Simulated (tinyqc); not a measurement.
# Charge pumping in an n-channel transistor: effect of temperature

The gate is pulsed from accumulation to inversion and back. Energies E are counted from the intrinsic level; Dit(E) = D0 [1 + b (2 E/Eg)^2]. During each edge the traps near the bands emit their carriers, and those between Eh and Ee recombine once a cycle.

Nc and Nv are given at 300 K and scale as T^1.5, vth as T^0.5; Eg and the cross-sections are held. ni = sqrt(Nc Nv) exp(-Eg/(2 Vt)), Eg in volts; emission times te = (dV/Va) tf and th = (dV/Va) tr; Ee = -Vt ln(vth sn ni te), Eh = +Vt ln(vth sp ni th). Nit = integral of Dit from Eh to Ee = D0 [Ee - Eh + 4 b (Ee^3 - Eh^3)/(3 Eg^2)], Qcp = q A Nit, Icp = f Qcp.

Values chosen for this exercise; band and dielectric values close to those of silicon: band gap Eg = 1.13 eV; conduction-band density of states at 300 K Nc = 2.79e19 cm^-3; valence-band density of states at 300 K Nv = 2.7e19 cm^-3; gate area A = 18 um^2; trap density at midgap D0 = 2.6e11 cm^-2 eV^-1; rise of the trap density towards the band edges b = 0; cross-section for electrons sn = 2.2e-15 cm^2; cross-section for holes sp = 2.4e-15 cm^2; thermal velocity at 300 K, one nominal value for electrons and holes vth = 1.3e7 cm/s; Vth - Vfb dV = 0.55 V; pulse height Va = 3.8 V; frequency f = 1.1e5 Hz; rise time tr = 1500 ns; fall time tf = 100 ns.

Constants: q = 1.602176634e-19 C, kB = 1.380649e-23 J/K, Vt = kB T/q. Results are converted to the units shown.

Effect of temperature:
```
T (K),Ee (eV),Eh (eV),Nit (cm^-2),Icp (pA)
180,0.43600,-0.39265,2.1545e11,683.47
220,0.39973,-0.34674,1.9408e11,615.69
260,0.36219,-0.29957,1.7206e11,545.82
300,0.32359,-0.25134,1.4948e11,474.20
340,0.28407,-0.20218,1.2643e11,401.06
380,0.24374,-0.15221,1.0295e11,326.58
420,0.20268,-0.10152,7.9090e10,250.90
```

The window Ee - Eh shrinks from 0.829 to 0.304 eV, since emission is faster when hot, and Icp falls from 683 to 251 pA.

Range of the model: The Fermi levels of inversion and accumulation are taken to lie beyond Ee and Eh, the flat tops to fill all traps, and no geometric current is added.

Computed by the program tinyqc: `OMP_NUM_THREADS=1 python tinyqc.py 2030090 2030091 out.jsonl`, one thread of a shared Intel Xeon 2.30GHz, about 0.01 s for the whole run.
